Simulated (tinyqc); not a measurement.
Inside a calculation. Model: capacitance measurement on a leaky thin oxide: effects of series resistance and leakage.

Program tinyqc, `OMP_NUM_THREADS=1 python tinyqc.py 2022162 2022163 out.jsonl`; Intel Xeon 2.30GHz, shared host, one thread, about 0.01 s. Printed values are rounded.

The device is a capacitance C in parallel with a leakage conductance G, in series with Rs and Ls. An impedance meter reports either a parallel pair (Cp, Gp) from Y = 1/Z = Gp + i w Cp or a series pair (Cs, Rm) from Z = Rm + 1/(i w Cs); w = 2 pi f, dissipation D = Gp/(w |Cp|).

Values chosen for this exercise; values of the order met in thin-oxide MOS capacitors:
```
symbol  value    unit                                                                 meaning
eox       3.9          relative permittivity of the gate insulator (close to silicon dioxide)
tox       1.1      nm                                                     insulator thickness
A         400    um^2                                                               gate area
zc       0.59      nm              oxide-equivalent thickness added by the accumulation layer
zp          0      nm                      oxide-equivalent thickness added by gate depletion
Jg      0.052  A/cm^2              gate leakage current density, not matched to the thickness
Vs       0.36       V                               voltage for an e-fold rise of the leakage
Rs         58     ohm                                                       series resistance
Ls         24      nH                                                       series inductance
f       50000      Hz                                                     measuring frequency
```

Constants: eps0 = 8.8541878128e-14 F/cm where lengths are in cm. Results are converted to the units shown.

## True capacitance and conductance

EOT = 3.9 tox/eox; CET = EOT + zc + zp; C = 3.9 eps0 A/CET; G = Jg A/Vs.

EOT = 1.1 nm
CET = 1.69 nm
C = 8.173096 pF
G = 0.5777778 uS

## What the meter reports

Z = Rs + i w Ls + 1/(G + i w C).

Z = (0.834714-3.706907i) x 1e5 ohm
Cp = 8.172549 pF
Gp = 0.5781408 uS
Cs = 8.586939 pF
D = 0.2251781

Cp is within 0.01 % of C and Cs is 5.1 % above it; G Rs = 3.35e-5, w C Rs = 1.49e-4 and G/(w C) = 0.225.
